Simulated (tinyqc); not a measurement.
Trading HF for NH4F at fixed fluoride: speciation in dilute and buffered hydrofluoric acid, oxide etch rate and bath loading. Computed by tinyqc, a small Python program. Command: `OMP_NUM_THREADS=1 python tinyqc.py 3121386 3121387 out.jsonl hfetch walk`. One thread of a shared host (Intel(R) Xeon(R) Processor @ 2.30GHz), about 0.01 s of CPU time with the checks.

Concentrations stand for activities, NH4+ and Cl- are spectators, and water ionisation is neglected. H, F and HF2 denote the ions H+, F- and HF2-. The base temperature is 298 K.

Inputs (values chosen for the exercise, of the order of those for thermal oxide at room temperature): HF added = 0.41 mol/L; NH4F added = 0.34 mol/L; K1 = [H][F]/[HF] = 0.000702 mol/L; K2 = [HF2]/([HF][F]) = 3.95 L/mol; K3 = [H2F2]/[HF]^2 = 3.02 L/mol; rate constant of neutral HF k_a = 10 nm L/(min mol); rate constant of HF2 k_b = 70 nm L/(min mol).

Method:
- Fluoride balance: [HF] + [F] + 2 [HF2] + 2 [H2F2] = HF added + NH4F added. Acid balance: [H] + [HF] + [HF2] + 2 [H2F2] = HF added + HCl added. For a trial [H], [HF] = [H][F]/K1, and the fluoride balance is a quadratic in [F].
- Rate = k_a ([HF] + 2 [H2F2]) + k_b [HF2], an empirical two-term form.
- Total fluoride is held at HF + NH4F added, without HCl; x is the share added as HF.

Against x:
```
x         pH  [F] (mol/L)  [HF] (mol/L)  [HF2] (mol/L)  rate (nm/min)
0.05  4.9919      0.68557       0.00995        0.02694          1.991
0.15  4.3892      0.56439       0.03281        0.07315          5.513
0.30  3.8956      0.40674       0.07369        0.11839          9.352
0.40  3.6417      0.31932       0.10379        0.13091         10.852
0.50  3.4136      0.24503       0.13469        0.13036         11.568
0.60  3.1949      0.18185       0.16538        0.11879         11.621
0.75  2.8462      0.10332       0.20975        0.08560         10.747
0.90  2.3550      0.03989       0.25088        0.03953          9.078
1.00  1.7008      0.00960       0.27221        0.01032          7.920
```

What follows from these numbers?

[HF2] is largest at x = 0.4 and the rate at x = 0.6 among these rows; HF2 needs both HF and F. At its best the mixture etches 1.47 times as fast as HF alone.

Extremes, crossings and ranges named in words are read from the listed rows.
